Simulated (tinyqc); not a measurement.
Worked calculation: gas flow in a process chamber: flow regimes, conductance, effective pumping speed, pump-down, outgassing and purge. Computed by tinyqc, a small Python program that keeps every step. Command: `OMP_NUM_THREADS=1 python tinyqc.py 3120085 3120086 out.jsonl pump walk`. One thread of a shared host (Intel(R) Xeon(R) Processor @ 2.30GHz), about 0.09 s of CPU time with the checks. Intermediate numbers are printed to about 6 digits and carried at full precision; extremes and crossings named in words are read from the listed rows.

Ideal gas, isothermal flow, a pump of constant speed at the end of a round pipe; process gas, volume gas and outgassing are given the same properties. 1 sccm = 101325 Pa x 1e-6 m^3/60 s x T/273.15 K.

Inputs (values chosen for the exercise, modelled on oxygen near room temperature): molar mass M = 32 g/mol; molecular diameter = 0.36 nm; viscosity eta = 20.6 micropascal s; temperature T = 293 K; chamber volume V = 5.2 L; wall area = 3.5 m^2; pipe diameter d = 2.5 cm; pipe length l = 100 cm; pump speed S = 3.9 L/s; process gas flow = 170 sccm; outgassing rate after 1 h = 1.3e-06 Pa m^3/(s m^2); outgassing exponent n = 0.81; starting pressure p0 = 1200 Pa; target base pressure = 3e-05 Pa.

Constants: k_B = 1.380649e-23 J/K; u = 1.6605390666e-27 kg.

## Molecular flow

Mean speed c = sqrt(8 k_B T/(pi m)); aperture conductance C_a = c pi d^2/16; molecular pipe C_m = C_a/(1 + 3 l/(4 d)) (Dushman form); viscous pipe C_v = pi d^4 p_mean/(128 eta l); Knudsen interpolation C = C_v + C_m (1 + x)/(1 + 1.24 x), x = d p_mean sqrt(m/(k_B T))/eta. Effective speed 1/S_eff = 1/S + 1/C_m; time constant V/S_eff; pressure at which the free path k_B T/(sqrt2 pi d_m^2 p) equals d.

mean speed c = 440.297 m/s

C_a = 54.0326 L/s

C_m = 1.74299 L/s

S_eff in molecular flow = 1.20462 L/s

time constant = 4.31672 s

pressure where the free path equals d = 0.281022 Pa

The pipe passes on 31 % of the pump speed.

## Process pressure

Steady flow: the pump inlet is at p_2 = Q/S, and the chamber pressure p_1 solves Q = C((p_1 + p_2)/2) (p_1 - p_2). Residence time = p_1 V/Q. Knudsen number = free path at the mean pressure over d.

throughput Q = 307.950 Pa L/s

p_2 = 78.9616 Pa

chamber pressure p_1 = 86.6701 Pa

conductance C = 39.9495 L/s

residence time = 1.46350 s

Knudsen number = 0.00339334

The flow in the pipe is viscous.

## Purging a well-mixed chamber

With steady flow a contaminant decays as exp(-t/residence time); gas used = flow x time.

time to dilute 1e3 times = 10.1095 s

time to dilute 1e6 times = 20.2190 s

gas used for 1e6 = 57.2871 standard cm^3

## Pump-down curve

Pump-down: V dp/dt = -S_eff(p) p + q(t) A, with S_eff = S p_2/p, where p_2 solves C((p + p_2)/2) (p - p_2) = S p_2 at each moment, and q(t) = q_1 (1 h/(t + 10 s))^n; integrated adaptively. At long times p = q(t) A/S_eff. S_eff(p) is tabulated at 260 pressures and interpolated in ln p. Comparison columns: p0 exp(-t/time constant) with the molecular S_eff (0 below 1e-26 p0), and the outgassing limit.

Pressure against time:
```
t (s)        p (Pa)  S_eff (L/s)  volume gas only (Pa)  outgassing limit (Pa)
0.3     9.59926e+02      3.86616           1.11944e+03            4.33879e-01
1       5.71294e+02      3.84350           9.51861e+02            4.11376e-01
3       1.33864e+02      3.66850           5.98906e+02            3.59313e-01
10      4.15569e+00      1.62898           1.18333e+02            2.53473e-01
30      1.99066e-01      1.16621           1.15068e+00            1.44577e-01
100     6.71789e-02      1.18312           1.04333e-07            6.37145e-02
300     2.80994e-02      1.19399                     0            2.75273e-02
1000    1.06503e-02      1.20026                     0            1.05747e-02
3600    3.77733e-03      1.20302                     0            3.76865e-03
20000   9.41841e-04      1.20422                     0            9.41362e-04
100000  2.55733e-04      1.20451                     0            2.55700e-04
```

From t = 100 s on the pressure is within 20 % of the outgassing limit, which falls only as (t + 10 s)^-0.81: walls, not volume, set the time to base pressure. Early on viscous flow raises S_eff to 3.87 L/s, 3.2 times its molecular value.

## Time to base pressure

From the outgassing limit: t = 1 h x (q_1 A/(S_eff p_target))^(1/n) - 10 s; monolayer time at the target = 1e19 m^-2 x 4 k_B T/(p c) for unit sticking.

time to the target = 391.417 h

monolayer time = 12.2502 s

Caution: beyond some 100 h the power law gives way to slower sources such as permeation and bulk diffusion; baking is the usual remedy.

Checks made by the program: throughput from C and the pressure drop (relative difference below 1e-10).
